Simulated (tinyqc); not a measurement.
# On-chip interconnect, size-dependent resistivity and RC delay: course in time

A rectangular line between two neighbours and two ground planes. Surface and grain-boundary scattering are added to the bulk resistivity as corrections; capacitances are parallel-plate values without fringing; inductance is ignored.

4 equal pi sections: series Rs = r Lw/4; node capacitances c Lw/4, halved at nodes 0 and 4, with Cl added to node 4; Rd feeds node 0. Elmore delay of node k: the sum, over the resistors on the path to k, of resistance times all capacitance downstream of it.

A 1 V step is applied behind Rd at t = 0. C dv/dt = -G v + b, with G the conductance matrix of the ladder (1/Rs between neighbours, 1/Rd added at node 0) and b = (1 V/Rd, 0, ...). Backward Euler step: (C/dt + G) v(new) = (C/dt) v + b. The last column solves the same ladder exactly by its modes.

Inputs (values chosen for the exercise):

| symbol | value | unit | meaning |
|---|---|---|---|
| Rd | 3900 | ohm | driver resistance |
| dt | 0.93 | ps | time step |

Rs = 9.20402 ohm
C, node 0 to 4 (fF): 0.216332  0.432663  0.432663  0.432663  0.386332

Voltages (V):
```
t (ps)  node 0  node 2  node 4  node 4, exact
0.9300  0.1141  0.1109  0.1096         0.1160
1.860   0.2126  0.2097  0.2086         0.2199
2.790   0.3001  0.2976  0.2965         0.3116
3.720   0.3779  0.3756  0.3747         0.3925
4.650   0.4470  0.4450  0.4442         0.4639
5.580   0.5085  0.5067  0.5060         0.5269
6.510   0.5631  0.5615  0.5609         0.5825
7.440   0.6117  0.6103  0.6097         0.6316
8.370   0.6548  0.6536  0.6531         0.6749
9.300   0.6932  0.6921  0.6916         0.7131
10.23   0.7273  0.7263  0.7259         0.7468
11.16   0.7576  0.7567  0.7564         0.7766
```

The far end of the ladder reaches 0.5 V at 5.168 ps, 0.694 of its Elmore delay (ln 2 = 0.693 for a single pole); the slowest mode has a time constant of 7.438 ps. The largest error of the backward Euler steps at that node is 22 mV.

Computed by the program tinyqc: `OMP_NUM_THREADS=1 python tinyqc.py 2100097 2100098 out.jsonl`, one thread of a shared Intel Xeon 2.30GHz, about 0.01 s for the whole run.
